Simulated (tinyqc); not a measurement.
## Permittivity and interface capacitance from two thicknesses

Problem. 1/C = t/(eps0 ek) + 2/ci for planar capacitors that differ only in thickness. Find ek, ci and the EOT of the interfaces, 2 x 3.9 eps0/ci.

Constants: eps0 = 8.8541878128e-14 F/cm where lengths are in cm. Results are converted to the units shown.

C at t = 12 and 36 nm (uF/cm^2): [0.65946728, 0.22051491]

Answer. 1/C is a straight line in t: the slope gives ek and the intercept 2/ci. A single thickness would give only the effective permittivity; when the interfaces are a small part of 1/C, ci needs very accurate data.

ek = 8.98
ci = 280 uF/cm^2
EOT of the interfaces = 0.0247 nm

Numbers from tinyqc (`OMP_NUM_THREADS=1 python tinyqc.py 2102108 2102109 out.jsonl`; about 0.01 s on one thread of a shared Intel Xeon 2.30GHz).
